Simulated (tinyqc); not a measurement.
Off-state leakage of single and stacked transistors: two steps of the calculation.

n-channel devices of unit width. Subthreshold current I(Vg, Vs, Vd) = I0 (T/300 K)^0.5 exp[(Vg - Vs - VT(T) - gb (Vs - Vb) + dd (Vd - Vs))/(nf Vt)] (1 - exp(-(Vd - Vs)/Vt)), VT(T) = VT - cT (T - 300 K). Gate-edge tunnelling Ig (Vd/1 V) exp(ag (Vd - 1 V)), for a gate at 0 V, and band-to-band leakage Ab u exp(-Bb/u), u = Vd - Vb + 1 V, flow at a drain held at V; both are taken as independent of T. In a stack of off transistors (all gates at 0 V) the same subthreshold current passes through each.

Inputs (values chosen for the exercise); values of the order met in bulk silicon logic transistors: temperature T = 300 K; supply voltage V = 1 V; threshold at 300 K, zero drain and body bias VT = 0.43 V; fall of the threshold with temperature cT = 0.6 mV/K; current at threshold at 300 K I0 = 0.16 uA/um; slope factor nf = 1.43; drain-induced lowering per volt dd = 0.08; rise of the threshold per volt of source-body bias gb = 0.24; gate-edge tunnelling current at 1 V Ig = 1e-5 uA/um; exponential slope of the gate current ag = 4.2 1/V; prefactor of band-to-band leakage at the drain Ab = 10 uA/(um V); its exponential voltage Bb = 23 V; body voltage Vb = 0 V.

Constants: q = 1.602176634e-19 C, kB = 1.380649e-23 J/K, Vt = kB T/q. Results are converted to the units shown.

Task 1. Leakage of one transistor. Vg = Vs = 0, Vd = V; effective threshold VT(T) - gb Vb - dd V.

Give: effective threshold; parts; total; shares.

Result 1.

effective threshold = 0.3500 V
parts (nA/um): subthreshold 0.01237, gate edge 0.01000, band-to-band 0.2026
total = 0.2250 nA/um
shares (%): subthreshold 5.499, gate edge 4.445, band-to-band 90.06

The band-to-band part is the largest.

Task 2. New Vx. Stack of two, Vx the node between them: I_low = I(0, 0, Vx), I_up = I(0, Vx, V), f = ln(I_up/I_low), f' = -(1 + gb + 2 dd)/(nf Vt) - 1/(Vt (exp(Vx/Vt) - 1)) - 1/(Vt (exp((V - Vx)/Vt) - 1)), Vx(new) = Vx - f/f'.

Vx at the start = 0.057 V

Find: I_low; I_up; f; f'; Vx after iteration 1.

Result 2.

I_low = 0.0014303 nA/um
I_up = 0.0016163 nA/um
f = 0.12224
f' = -42.664 1/V
Vx after iteration 1 = 0.059865 V

Numbers from tinyqc (`OMP_NUM_THREADS=1 python tinyqc.py 2242030 2242031 out.jsonl`; about 0.03 s on one thread of a shared Intel Xeon 2.30GHz).
